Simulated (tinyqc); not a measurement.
Towards the loss of the bound state: donor level screened by free carriers (Yukawa potential).

Potential -(q/(eps r)) exp(-ks r), q = e^2/(4 pi eps0). In units Ry* = Ry m/eps^2 and a* = a0 eps/m the problem is [-Laplacian - 2 exp(-x r)/r] psi = E psi with x = ks a*.

Converged values use 18 functions exp(-z r), z = 1.55^i, i = -11 to 6: S = 2/A^3, H = z_i z_j S - 2/(A + x)^2, A = z_i + z_j.

Inputs chosen for the exercise (out of a larger set: near those of a donor in GaN, with one mean mass; not measured data): xs = (0.02, 0.15, 0.25, 0.52, 0.66, 0.87, 1.1) (values of x).

First order (-1 + 2x), one-parameter (minimum of z^2 - 8 z^3/(2z + x)^2) and converged 1s energies in Ry*, and the mean radius in a*; a dash marks an unbound result.

Results:
```
x     first order  trial function  converged   <r>
0.02      -0.9600         -0.9606    -0.9606  1.50
0.15      -0.7000         -0.7309    -0.7309  1.53
0.25      -0.5000         -0.5815    -0.5818  1.58
0.66            -         -0.1620    -0.1693  2.09
0.87            -         -0.0441    -0.0595  2.93
1.10            -               -    -0.0046  8.28
```

Give the missing row, x = 0.52.

Computed row:
```
x     first order  trial function  converged   <r>
0.52            -         -0.2745    -0.2782  1.83
```

First order loses the state at x = 0.5, the trial function reaches zero energy at x = 1.00, and the exact limit is 1.19. The radius starts at 1.5 a*, grows slowly at first (1.58 at x = 0.25), then steadily, and swells towards the end (8.3 at 1.10), where a single exponential fails: the binding vanishes as the square of the distance from 1.19.

Program tinyqc; command `OMP_NUM_THREADS=1 python tinyqc.py 1282707 1282708 out.jsonl`; about 0.01 s on one thread of a shared Intel(R) Xeon(R) Processor @ 2.30GHz.
